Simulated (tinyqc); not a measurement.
Semiconducting tubes compared: carbon nanotube by zone folding.

Circumference C = n a1 + m a2, a = sqrt3 acc; d = a sqrt(n^2 + nm + m^2)/pi; tan(theta) = sqrt3 m/(2n + m); dR = gcd(2n + m, 2m + n); T = t1 a1 + t2 a2 with t1 = (2m + n)/dR, t2 = -(2n + m)/dR, |T| = sqrt3 pi d/dR; N = 2 (n^2 + nm + m^2)/dR hexagons a cell. On cutting line mu = 0 to N - 1 at x = k|T|/(2 pi) the phases are p1 = 2 pi (-t2 mu + m x)/N, p2 = 2 pi (t1 mu - n x)/N, and E = -/+ t |1 + exp(i p1) + exp(i p2)|.

Parameters, chosen for this exercise (out of a larger set: near those used for carbon; not measured data): t = 2.78 eV (hopping); acc = 1.42 angstrom (bond length); tubes = ((8, 3), (11, 4), (10, 3), (6, 1), (9, 2), (15, 13), (14, 1)) (pairs (n, m)).

E11 and E22 are twice the two lowest band edges; the cone gives E11 d = 2 t acc and E22/E11 = 2.

Tubes:
```
"(n,m)",d (angstrom),theta (deg),(n - m) mod 3,E11 (eV),E22 (eV),E11 d/(2 t acc),E22/E11
"(8,3)",7.71,15.3,2,1.0416,1.9325,1.017,1.855
"(11,4)",10.53,14.9,1,0.7362,1.5335,0.982,2.083
"(10,3)",9.23,12.7,1,0.8363,1.7615,0.978,2.106
"(6,1)",5.13,7.6,2,1.5940,2.7538,1.036,1.728
"(9,2)",7.95,9.8,1,0.9654,2.0661,0.972,2.140
"(15,13)",19.00,27.6,2,0.4158,0.8255,1.001,1.985
"(14,1)",11.37,3.4,1,0.6794,1.4401,0.979,2.120
```

E11 follows 1/d first. For mod 1 the scaled E11 lies below one (0.972 to 0.982) and E22/E11 above two (2.083 to 2.140). For mod 2 the scaled E11 lies above one (1.001 to 1.036) and E22/E11 below two (1.728 to 1.985). The largest departure of the scaled E11 is that of (6,1); warping acts as cos(3 theta)/d, most for thin tubes near zigzag. Below about 8 angstrom curvature, left out of zone folding, changes the gaps further.

Program tinyqc; command `OMP_NUM_THREADS=1 python tinyqc.py 1450876 1450877 out.jsonl`; about 0.06 s on one thread of a shared Intel(R) Xeon(R) Processor @ 2.30GHz.
